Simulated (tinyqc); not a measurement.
MOS inversion layer, Poisson-Schroedinger loop: one step of the calculation.

Electrons confined at an insulator interface at z = 0, treated as a hard wall; parabolic valleys, Hartree approximation, no image or exchange terms. The depletion charge lies far deeper than the electrons and gives a uniform field q Nd/(eps0 eps_r); the gate balances all charge. Energies are counted from the band edge at the interface.

Question. Levels and probability densities. Tridiagonal Hamiltonian with psi = 0 one step beyond both ends: H_ii = C (1/m_(i-1/2) + 1/m_(i+1/2))/hz^2 + V0_i + U_i (+ dE for the set B), H_(i,i+1) = -C/(m_(i+1/2) hz^2), C = hbar^2/(2 m0). The lowest 2 level(s) of each valley set are kept, normalised to hz sum |psi|^2 = 1. The mass is the same on all intervals.

Inputs (values chosen for the exercise); masses and permittivity close to those of silicon (100): mass along z of valley set A (2 valley(s)) mz1 = 0.898 m0; mass along z of valley set B (4 valley(s)) mz2 = 0.187 m0; extra shift of set B (strain) dE = 0.09 eV; mesh step hz = 1.3 nm.

Constants: q = 1.602176634e-19 C, hbar = 1.054571817e-34 J s, m0 = 9.1093837015e-31 kg, hbar^2/(2 m0) = 0.0380998212 eV nm^2. Results are converted to the units shown.

```
node  fixed potential V0 (eV)  self-consistent potential U at the start (eV)
1                  0.01467716                                              0
2                  0.02935432                                              0
3                  0.04403148                                              0
4                  0.05870864                                              0
5                  0.07338580                                              0
6                  0.08806296                                              0
7                  0.10274012                                              0
8                  0.11741728                                              0
9                  0.13209444                                              0
10                 0.14677160                                              0
11                 0.16144875                                              0
12                 0.17612591                                              0
13                 0.19080307                                              0
14                 0.20548023                                              0
```

Give: levels; |psi|^2 of A1; |psi|^2 of A2; |psi|^2 of B1; |psi|^2 of B2.

Answer.

levels (eV): A1 0.0399, A2 0.0680, B1 0.1586, B2 0.2090

```
node  |psi|^2 of A1 (1/nm)  |psi|^2 of A2 (1/nm)  |psi|^2 of B1 (1/nm)  |psi|^2 of B2 (1/nm)
1                   0.3245                0.2235                0.0846                0.0777
2                   0.3202                0.0034                0.2040                0.1001
3                   0.1046                0.2498                0.2167                0.0141
4                   0.0179                0.2151                0.1480                0.0233
5                   0.0019                0.0656                0.0741                0.1209
6                   0.0001                0.0107                0.0292                0.1693
7                   0.0000                0.0011                0.0094                0.1367
8                   0.0000                0.0001                0.0025                0.0774
9                   0.0000                0.0000                0.0006                0.0336
10                  0.0000                0.0000                0.0001                0.0117
11                  0.0000                0.0000                0.0000                0.0034
12                  0.0000                0.0000                0.0000                0.0008
13                  0.0000                0.0000                0.0000                0.0002
14                  0.0000                0.0000                0.0000                0.0000
```

Program tinyqc, `OMP_NUM_THREADS=1 python tinyqc.py 2160104 2160105 out.jsonl`; Intel Xeon 2.30GHz, shared host, one thread, about 0.9 s.
